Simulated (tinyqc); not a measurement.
Character of the line: straight dislocations in isotropic elasticity: fields, energies, partials, Peierls stress and walls. Computed by tinyqc, a small Python program. Command: `OMP_NUM_THREADS=1 python tinyqc.py 3021487 3021488 out.jsonl disloc walk`. One thread of a shared host (Intel(R) Xeon(R) Processor @ 2.30GHz), about 0.01 s of CPU time with the checks.

The line runs along z, the glide plane is y = 0, and beta is the angle between b and the line (0 screw, 90 degrees edge): b_e = b sin(beta) along +x with the extra half plane at y > 0, b_s = b cos(beta). Stress is positive in tension.

Inputs (values chosen for the exercise, modelled on GaAs):
```
quantity                       value      unit
shear modulus G                 47.7       GPa
Poisson ratio nu               0.222         -
Burgers vector b                   4  angstrom
stacking-fault energy gamma     38.8    mJ/m^2
dislocation density rho      1.3e+14     1/m^2
core radius r0/b                 0.5         -
```

Character: edge.

Constants: 1 eV/angstrom^3 = 160.2176634 GPa.

Method:
- Energy factor K = G [cos^2(beta) + sin^2(beta)/(1 - nu)].
- E = K b^2/(4 pi) ln(R/r0) with R = 1/(2 sqrt(rho)); tension T = E + d^2E/d(beta)^2 = G b^2 [1 + nu - 3 nu sin^2(beta)]/(4 pi (1 - nu)) ln(R/r0). The core energy is taken into r0.
- Shockley partials have b_p = b/sqrt(3) at the angles beta -/+ 30 degrees; their repulsion balances the fault at d = G b_p^2/(8 pi gamma) (2 - nu)/(1 - nu) [1 - 2 nu cos(2 beta)/(2 - nu)].
- E = K b^2/(4 pi) ln(R/r0); T = G b^2 [1 + nu - 3 nu sin^2(beta)]/(4 pi (1 - nu)) ln(R/r0).

ln(R/r0) = 5.39028

From screw to edge:
```
beta (degrees)  K (GPa)  E (eV/nm)  T (eV/nm)  d (nm)
0                47.700     20.433     32.094  4.4732
15               48.612     20.823     30.922  4.6727
30               51.103     21.890     27.721  5.2177
45               54.506     23.348     23.348  5.9621
60               57.908     24.806     18.975  6.7065
75               60.399     25.873     15.774  7.2515
90               61.311     26.263     14.602  7.4509
```

What follows from these numbers?

The edge costs 1/(1 - nu) = 1.285 times the screw in energy, yet its tension is only (1 - 2 nu)/(1 + nu) = 0.455 of the screw value, so loops under stress are elongated along b. The edge splits 1.67 times as widely, (2 + nu)/(2 - 3 nu), since there the larger, edge parts of the partials repel with the factor 1/(1 - nu) and the small screw parts attract, while in the screw the roles are exchanged.
